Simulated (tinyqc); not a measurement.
# Threshold-voltage variability of a planar MOSFET, analytic estimates: effects of single changes

Three independent sources add in quadrature: random dopants in the depleted layer, metal-gate grains of two orientations, and roughness of the two gate edges acting through the roll-off VT = VT(long) - Vr exp(-L/l). These are first-order estimates: no three-dimensional electrostatics, no percolation.

Values chosen for this exercise; material values those of a made-up semiconductor:

| symbol | value | unit | meaning |
|---|---|---|---|
| T | 250 | K | temperature |
| Eg | 1.08 | eV | band gap |
| eps_r | 10.8 |  | relative permittivity of the semiconductor |
| Nc | 1.76e19 | cm^-3 | conduction-band density of states at T |
| Nv | 1.84e19 | cm^-3 | valence-band density of states at T |
| Na | 3.7e18 | cm^-3 | channel doping |
| ti | 1.3 | nm | oxide-equivalent thickness in inversion |
| L | 32 | nm | gate length |
| W | 140 | nm | gate width |
| G | 10 | nm | metal grain size |
| dW | 0.3 | eV | work-function difference of the two grain orientations |
| p | 0.3 |  | share of the orientation of higher work function |
| De | 1 | nm | rms roughness of one gate edge |
| La | 20 | nm | correlation length of the roughness |
| l | 6.4 | nm | decay length of the threshold roll-off |
| Vr | 2 | V | prefactor of the roll-off |

Constants: q = 1.602176634e-19 C, kB = 1.380649e-23 J/K, Vt = kB T/q, eps0 = 8.8541878128e-14 F/cm where lengths are in cm. Results are converted to the units shown.

Each table varies one quantity; the others keep the values above.

## Effect of the oxide-equivalent thickness in inversion

ni = sqrt(Nc Nv) exp(-Eg/(2 Vt)), Eg in volts; Cox = 3.9 eps0/ti; Wd = sqrt(4 eps0 eps_r Vt ln(Na/ni)/(q Na)); dopants: s1 = (q/Cox) sqrt(Na Wd/(3 L W)). Grains: Ng = L W/G^2 (at least 1), s2 = dW sqrt(p (1 - p)/Ng). Edges, with exponential correlation and u = W/La: the mean gate length has sL^2 = 2 De^2 (2/u)[1 - (1 - exp(-u))/u]; s3 = sL (Vr/l) exp(-L/l). s = sqrt(s1^2 + s2^2 + s3^2). l and Vr are held fixed.

The same in every row: s2 (mV) = 20.540; s3 (mV) = 1.4737.

Result of one run:
```
ti (nm)	s1 (mV)	s (mV)	s sqrt(L W) (mV um)
2.4	24.835	32.262	2.1594
```

What becomes of these results when the oxide-equivalent thickness in inversion ti is changed from 2.4 to 0.8 nm, all else the same?

Result of the changed run:
```
ti (nm)	s1 (mV)	s (mV)	s sqrt(L W) (mV um)
0.8	8.2783	22.194	1.4855
```

The whole series:
```
ti (nm)	s1 (mV)	s (mV)	s sqrt(L W) (mV um)
0.8	8.2783	22.194	1.4855
1.2	12.417	24.047	1.6095
1.6	16.557	26.423	1.7686
2	20.696	29.195	1.9541
2.4	24.835	32.262	2.1594
2.8	28.974	35.546	2.3792
3.2	33.113	38.994	2.6100
```

As ti goes from 0.8 to 3.2 nm, s rises from 22.2 to 39.0 mV. The largest source is the grains in the first row and the dopants in the last. s1 goes on average as ti^(1.00).

## Effect of the correlation length of the roughness

Same model as above.

l and Vr are held fixed.

The same in every row: s1 (mV) = 13.45; s2 (mV) = 20.54.

Effect of the correlation length of the roughness:
```
La (nm)	s3 (mV)	s (mV)	s sqrt(L W) (mV um)
2	0.4997	24.56	1.644
5	0.7815	24.57	1.644
10	1.085	24.58	1.645
20	1.474	24.60	1.646
40	1.914	24.63	1.648
80	2.313	24.66	1.651
160	2.600	24.69	1.653
```

As La goes from 2 to 160 nm, s rises from 24.6 to 24.7 mV. The grains are the largest source in the first and the last row. The edge term s3 rises from 0.500 to 2.60 mV: a longer correlation averages out less along the width.

Numbers from tinyqc (`OMP_NUM_THREADS=1 python tinyqc.py 2090097 2090098 out.jsonl`; about 0.01 s on one thread of a shared Intel Xeon 2.30GHz).
